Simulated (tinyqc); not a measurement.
# From ratio -V_in/V_out back to boundary conductance G under the metal

Model: time-domain thermoreflectance: layered heat flow under a modulated pulse train, and what the signal ratio measures. Computed by tinyqc, a small Python program. Command: `OMP_NUM_THREADS=1 python tinyqc.py 3111745 3111746 out.jsonl tdtr inv`. One thread of a shared host (Intel(R) Xeon(R) Processor @ 2.30GHz), about 0.3 s of CPU time with the checks.

Pulses repeat at 80 MHz; heat is laid down at the surface, all layers are isotropic.

Inputs (values chosen for the exercise, modelled on aluminium on 4H-SiC):

| quantity | value | unit |
|---|---|---|
| metal thickness d | 78 | nm |
| metal conductivity | 140 | W/(m K) |
| metal heat capacity | 2.42 | MJ/(m^3 K) |
| substrate conductivity kappa | 345 | W/(m K) |
| substrate heat capacity C | 2.17 | MJ/(m^3 K) |
| modulation frequency f | 10 | MHz |
| spot radius w (1/e^2, pump and probe) | 5 | micrometre |
| delay t | 610 | ps |

Stack: metal, substrate.

Method:
- For radial wave number k and angular frequency W each layer has u = sqrt(4 pi^2 k^2 + i W C/kappa) and gamma = kappa u. Surface impedance from below: Z = 1/gamma for the substrate; a layer of thickness L maps Z to (Z + tanh(u L)/gamma)/(1 + gamma Z tanh(u L)); a boundary adds 1/G.
- Response per absorbed watt H(W) = 2 pi int_0^(2/w) Z(k, W) exp(-pi^2 k^2 w^2) k dk by 20 Gauss-Legendre points.
- Signal: X + iY = sum_(m = -M..M) H(2 pi (f + m f_r)) exp(i 2 pi m f_r t) exp(-pi (m/M)^2 x 4), f_r = 80 MHz, M = 4000, with H(-W) the complex conjugate of H(W); V_in = X, V_out = Y, ratio = -V_in/V_out.

Question. A run gave the result below. Find the boundary conductance G under the metal, known to lie between 120 and 220 MW/(m^2 K).

ratio -V_in/V_out = 10.49549

Answer.

Each step takes the trial c = (a f_b - b f_a)/(f_b - f_a), f being the result less the target and a, b, c the logarithms of the listed values; c replaces end b, the old b replaces a if the sign of f changed, and otherwise f_a is halved.

Scan of the range:

| boundary conductance G under the metal (MW/(m^2 K)) | ratio -V_in/V_out |
|---|---|
| 120 | 10.8608 |
| 133 | 10.7996 |
| 147 | 10.7019 |
| 162 | 10.5758 |
| 180 | 10.4083 |
| 199 | 10.2218 |
| 220 | 10.0118 |

False position (Illinois rule, in the logarithm of the input) inside the bracket:

| step | end a | end b | trial | ratio -V_in/V_out |
|---|---|---|---|---|
| 1 | 162.000 | 180.000 | 170.393 | 10.4993 |
| 2 | 180.000 | 170.393 | 170.783 | 10.4957 |
| 3 | 180.000 | 170.783 | 170.816 | 10.4953 |
| 4 | 170.783 | 170.816 | 170.800 | 10.4955 |
| 5 | 170.816 | 170.800 | 170.800 | 10.4955 |

Ratio -V_in/V_out falls at every point of a 13-point scan of the range (every second point is shown), so one value fits; it is bracketed by 162 and 180. Answer: boundary conductance G under the metal = 170.8 MW/(m^2 K).
